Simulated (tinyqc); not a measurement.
From one set of inputs to another, one input at a time: strain, valley repopulation and piezoresistance in a many-valley conduction band. Computed by tinyqc, a small Python program. Command: `OMP_NUM_THREADS=1 python tinyqc.py 3003441 3003442 out.jsonl valleys ladder`. One thread of a shared host (Intel(R) Xeon(R) Processor @ 2.30GHz), about 0.07 s of CPU time with the checks.

Valleys are ellipsoids with mass m_l along the axis a and m_t across it, parabolic, with one constant relaxation time; strain shifts the valleys and leaves the masses alone. Currents are taken along [110], along the load, and along [001], across the load.

The inputs printed are set A. Inputs not listed in the table keep their values of set A, so the rows need not describe a real material.

Inputs (values chosen for the exercise, modelled on silicon):
```
quantity                               value    unit
longitudinal mass m_l                  0.893     m_0
transverse mass m_t                    0.191     m_0
shear deformation potential Xi_u        9.25      eV
dilation deformation potential Xi_d      1.1      eV
C11                                      166     GPa
C12                                     64.4     GPa
C44                                       80     GPa
stress X (tension positive)              -76     MPa
electron density n                   1.9e+19  1/cm^3
relaxation time tau                       51      fs
temperature T                            300       K
```

Valley axes: <100> (6 valleys in 3 pairs). Load: uniaxial [110].

Constants: k_B = 8.617333262e-05 eV/K; m_0 = 9.1093837015e-31 kg; k_B = 1.380649e-23 J/K; hbar = 1.054571817e-34 J s; e = 1.602176634e-19 C.

Method:
- Compliances S11 = (C11 + C12)/((C11 - C12)(C11 + 2 C12)), S12 = -C12/((C11 - C12)(C11 + 2 C12)), S44 = 1/C44; stress sigma_ij = X n_i n_j for the unit vector n of the load; e_xx = S11 sigma_xx + S12 (sigma_yy + sigma_zz), e_xy = S44 sigma_xy/2 (tensor strain).
- Herring-Vogt shift of a valley with unit axis a: dE = Xi_d tr(e) + Xi_u a.e.a.
- Each of the 6 valleys holds n_v = N_v (2/sqrt(pi)) F_1/2((E_F - dE_v)/(k_B T)), N_v = 2 (m_d k_B T/(2 pi hbar^2))^(3/2), m_d = (m_l m_t^2)^(1/3); E_F solves sum n_v = n and is counted from the unstrained edge.
- F_j(eta) = int_0^infinity x^j/(1 + exp(x - eta)) dx, without a gamma-function factor. It is evaluated after integrating by parts.
- Integrals over x = E/(k_B T) use 160 Gauss-Legendre points in u = sqrt(x) from 0 to sqrt(max(eta, 0) + 32).
- Mobility tensor mu = e tau sum_v (n_v/n) [1/m_t + (1/m_l - 1/m_t) a a^T]; unstrained mu_0 = e tau (1/m_l + 2/m_t)/3; resistivity along d from the inverse tensor, rho_d = d.mu^-1.d/(n e), mobility along d = 1/(d.mu^-1.d); gauge pi_d = (rho_d/rho_0 - 1)/X.
- With eta_0 the reduced Fermi level without strain, r = F_-1/2(eta_0)/(2 F_1/2(eta_0)) (1 for a classical gas) and c = r (Xi_u/k_B T) (m_l - m_t)/(2 m_l + m_t): pi11 = -(2/3) c (S11 - S12), pi12 = -pi11/2, pi44 = 0, with S11 - S12 = 1/(C11 - C12).

Each row keeps all changes above it; columns: (1) input moved; (2) from; (3) to; (4) mobility along the first direction (cm^2/(V s)); (5) mobility along the second direction (cm^2/(V s)); (6) degeneracy factor r:
```
(1)                                         (2)   (3)     (4)     (5)      (6)
set A                                         -     -  342.22  355.27  0.80483
transverse mass m_t (m_0)                 0.191   0.2  328.35  340.76  0.81183
relaxation time tau (fs)                     51   110  708.20  734.96  0.81183
shear deformation potential Xi_u (eV)      9.25   8.3  709.10  733.16  0.81183
temperature T (K)                           300   400  710.67  730.01  0.86843
stress X (tension positive) (MPa)           -76   170  732.06  687.24  0.86843
C44 (GPa)                                    80  85.2  732.06  687.24  0.86843
dilation deformation potential Xi_d (eV)    1.1  0.86  732.06  687.24  0.86843
```

Where does the difference come from?

Mobility along the first direction goes from 342 to 732, a factor 2.14 in all. The largest single move comes from relaxation time tau (a factor 2.16). Mobility along the second direction goes from 355 to 687, a factor 1.93 in all. The largest single move comes from relaxation time tau (a factor 2.16). Degeneracy factor r goes from 0.805 to 0.868, a factor 1.08 in all. The largest single move comes from temperature T (a factor 1.07). The single moves hold for this order of the switches; the total does not depend on the order.

Extremes, crossings and ranges named in words are read from the listed rows.
